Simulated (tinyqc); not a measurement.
From results back to parameters: Koster-Slater impurity in an sp3s* host.

Problem. In the Koster-Slater model a defect shifts the s level of its site by Vs and the p levels by Vp; an A1 level solves 1/Vs = G_s(E) and a T2 level 1/Vp = G_p(E), E from the top of the valence band. A defect has an A1 level at E = 0.2921 eV, one of the energies of the table, and a T2 level at 0.8764 eV.

G(E) of the host (1/eV):
```
E (eV)         G_s         G_p
0.0000  -0.0716620   0.0972300
0.1461  -0.0843484   0.0625213
0.2921  -0.0988895   0.0356421
0.4382  -0.1159719   0.0114913
0.5843  -0.1366554  -0.0123183
0.7303  -0.1627234  -0.0377935
0.8764  -0.1975555  -0.0677068
1.0225  -0.2488847  -0.1077690
1.1685  -0.3421304  -0.1763885
```

Find: Vs, Vp.

Solution. Read G_s and G_p at the two energies and invert them. Vs is attractive and pulls its level down from the conduction bands. Vp is attractive and pulls its level down from the conduction bands.

Vs, Vp (eV): -10.1  -14.8

(tinyqc, `OMP_NUM_THREADS=1 python tinyqc.py 1482882 1482883 out.jsonl`, Intel(R) Xeon(R) Processor @ 2.30GHz, 1 thread, shared host, about 0.01 s.)
